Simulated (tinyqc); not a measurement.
From results back to parameters: heavy doping: gap narrowing, degeneracy and the minority density. Three cases, with inputs chosen for the exercise.

Problem. The minority density was computed from a hidden true narrowing dEg.

F_j(eta) = (1/Gamma(j + 1)) integral_0^infinity x^j dx/(1 + exp(x - eta)), which tends to exp(eta) for eta << 0.

Majority: N = Nc F_1/2(eta), eta the distance of EF beyond the majority band edge in kT. Degeneracy factor gam = F_1/2(eta)/exp(eta). ni0^2 = Nc Nv exp(-Eg/kT); product n p = ni0^2 gam exp(dEg/kT), dEg the true narrowing; apparent narrowing dEa = dEg + kT ln gam; minority density = n p/N.

Constants: kB = 8.617333262e-05 eV/K.

Case 1.

Values chosen (gap and densities of states near those of Si at this temperature; narrowing constants near the fits for Si; the results hold for these values, not for the real material): N = 3.9e+19 1/cm^3 (ionised donors, equal to the majority density); Eg = 1.138 eV (gap); Nc = 2.97e+19 1/cm^3 (conduction-band density of states); Nv = 1.19e+19 1/cm^3 (valence-band density of states); T = 300 K.

minority density = 10.9191 1/cm^3

Case 2.

Values chosen (gap and densities of states near those of Si at this temperature; narrowing constants near the fits for Si; the results hold for these values, not for the real material): N = 5.7e+19 1/cm^3 (ionised donors, equal to the majority density); Eg = 1.134 eV (gap); Nc = 2.83e+19 1/cm^3 (conduction-band density of states); Nv = 1.11e+19 1/cm^3 (valence-band density of states); T = 300 K.

minority density = 6.70833 1/cm^3

Case 3.

Values chosen (gap and densities of states near those of Si at this temperature; narrowing constants near the fits for Si; the results hold for these values, not for the real material): N = 3.6e+18 1/cm^3 (ionised donors, equal to the majority density); Eg = 1.092 eV (gap); Nc = 4.94e+19 1/cm^3 (conduction-band density of states); Nv = 1.96e+19 1/cm^3 (valence-band density of states); T = 450 K.

minority density = 5.53586e+08 1/cm^3

Find: dEa; gam; dEg.

Solution. dEa = kT ln(minority x N/ni0^2); gam follows from N alone, and dEg = dEa - kT ln gam.

Case 1.

dEa = 71.34 meV
gam = 0.6338
dEg = 83.13 meV

Case 2.

dEa = 67.61 meV
gam = 0.5000
dEg = 85.53 meV

Case 3.

dEa = 48.52 meV
gam = 0.9746
dEg = 49.52 meV

Computed by tinyqc, one run a case: `OMP_NUM_THREADS=1 python tinyqc.py N N+1 out.jsonl` with N = 1652026, 1652052, 1652144; one thread of a shared Intel(R) Xeon(R) Processor @ 2.30GHz, about 0.02 s a run at most.
